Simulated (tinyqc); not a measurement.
MOSFET in the linear regime without short-channel effects, parameter extraction from computed curves: two steps of the calculation.

Inversion charge Q = Cox n Vt W0(exp((Vg - VT)/(n Vt))), W0 the Lambert function and n = nf; u = Q/Cox; mobility mu = mu0/(1 + th1 u + th2 u^2); channel resistance Rch = (L - dL)/(W mu Q); Id = Vd/(Rch + Rsd/W). Cox = eps0 eox/tox. Small Vd, no channel-length or drain effects.

Parameters, values chosen for the exercise; channel values of the order met in silicon transistors:

| symbol | value | unit | meaning |
|---|---|---|---|
| T | 77 | K | temperature |
| eox | 22.2 |  | relative permittivity of the gate insulator (close to hafnium oxide) |
| tox | 3.9 | nm | insulator thickness |
| mu0 | 140 | cm^2/(V s) | low-field mobility |
| th1 | 0.29 | 1/V | first mobility attenuation factor |
| th2 | 0 | 1/V^2 | second mobility attenuation factor |
| VT | 0.47 | V | threshold voltage |
| nf | 1.14 |  | body factor |
| W | 0.5 | um | gate width |
| L | 0.39 | um | drawn gate length |
| dL | 0.016 | um | drawn less effective length |
| Rsd | 390 | ohm um | source plus drain resistance |
| Vd | 0.025 | V | drain voltage |

Constants: q = 1.602176634e-19 C, kB = 1.380649e-23 J/K, Vt = kB T/q, eps0 = 8.8541878128e-14 F/cm where lengths are in cm. Results are converted to the units shown.

Problem 1. Transfer curve. u, mu, Rch and Id as defined.

Vg, point 0 to 11 (V): [0.27, 0.37, 0.47, 0.57, 0.67, 0.77, 0.87, 0.97, 1.07, 1.17, 1.27, 1.37]

Give: u; mu; Rch; Id.

Solution 1.

```
point       u (V)  mu (cm^2/(V s))  Rch (ohm)     Id (uA)
0      2.4890e-14           140.00  4.2591e16  5.8698e-13
1       1.3721e-8           140.00  7.7258e10   3.2359e-7
2       0.0042900           139.83   2.4741e5     0.10073
3        0.081975           136.75      13239      1.7833
4         0.17619           133.19     6324.2      3.5191
5         0.27288           129.73     4192.2      5.0279
6         0.37056           126.42     3168.1      6.3321
7         0.46878           123.25     2568.7      7.4655
8         0.56734           120.22     2175.9      8.4576
9         0.66613           117.33     1898.8      9.3325
10        0.76508           114.58     1693.0      10.109
11        0.86416           111.95     1534.1      10.803
```

Problem 2. The Y function. Y_i = Id_i/sqrt(gm_i). For Id = beta Vd x/(1 + th x), x = Vg - VT, Y = sqrt(beta Vd) x whatever th. Slope s from points 7 and 10; VT_Y = Vg - Y/s at point 10; beta = s^2/Vd; mobility beta L/(W Cox) with the drawn L; th* = (beta Vd x/Id - 1)/x at point 10.

```
point  Vg (V)        Id (uA)
0        0.27  5.8698068e-13
1        0.37   3.2359151e-7
2        0.47     0.10072976
3        0.57      1.7832711
4        0.67      3.5190514
5        0.77      5.0279341
6        0.87      6.3321018
7        0.97      7.4654758
8        1.07      8.4576089
9        1.17      9.3324587
10       1.27      10.109192
11       1.37      10.803170
```

gm, point 1 to 10 (uS): [0.50364880, 8.9163541, 17.091608, 16.223315, 14.065252, 12.187708, 10.627535, 9.3349147, 8.2579150, 7.3535544]

Give: Y; s; VT_Y; beta; mobility from Y; th*.

Solution 2.

Y, point 1 to 10 (uA^0.5 V^0.5): [4.5597e-7, 0.033734, 0.43135, 0.87369, 1.3407, 1.8138, 2.2900, 2.7682, 3.2476, 3.7279]
s = 4.7930 uA^0.5 V^-0.5
VT_Y = 0.49221 V
beta = 918.91 uA/V^2
mobility from Y = 142.21 cm^2/(V s)
th* = 0.98677 1/V

The mobility from Y is 2.6 % below mu0 L/(L - dL) = 146 cm^2/(V s), which it should reach in deep inversion when th2 = 0.

Computed by the program tinyqc: `OMP_NUM_THREADS=1 python tinyqc.py 2210034 2210035 out.jsonl`, one thread of a shared Intel Xeon 2.30GHz, about 0.01 s for the whole run.
